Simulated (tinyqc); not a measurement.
Landau-Devonshire theory of a uniaxial ferroelectric: one step, computed by the program tinyqc.

G(P) = (alpha/2) P^2 + (beta*/4) P^4 + (gamma/6) P^6 - E P per volume, SI units, one domain, P along the polar axis.

Problem. A capacitor with imperfect screening. Between shorted electrodes with screening length lambda each, the depolarising field is -k P, k = 2 lambda/(eps_0 (d + 2 lambda eps_b)), so alpha turns into alpha + k. Ps^2 = [-beta* + sqrt(beta*^2 - 4 alpha gamma)]/(2 gamma). The polar state is the lowest uniform state while alpha + k < 0 (beta* > 0) or < 3 beta*^2/(16 gamma) (beta* < 0); setting the equality gives the critical thickness d_c.

Inputs (values chosen for the exercise, modelled on lead titanate):
```
quantity,value,unit
Curie-Weiss temperature T0,752,K
gamma,1.61e+09,J m^9/C^6
temperature T,440,K
film thickness d,5.3,nm
screening length lambda,0.045,nm
background permittivity eps_b,20,-
```

Sample: free crystal.

alpha = -2.34e+08 J m/C^2

beta* = -2.79e+08 J m^5/C^4

Constants: eps_0 = 8.8541878128e-12 F/m.

Give: depolarising coefficient k; polarisation of the film; size of the depolarising field; critical thickness d_c.

Solution.

depolarising coefficient k = 1.432e+09 J m/C^2

polarisation of the film = 0 microcoulomb/cm^2

size of the depolarising field = 0 MV/m

critical thickness d_c = 40.02 nm

The film is thinner than d_c, so the uniform polar state is not the lowest one; a real film may break into domains or be non-polar.
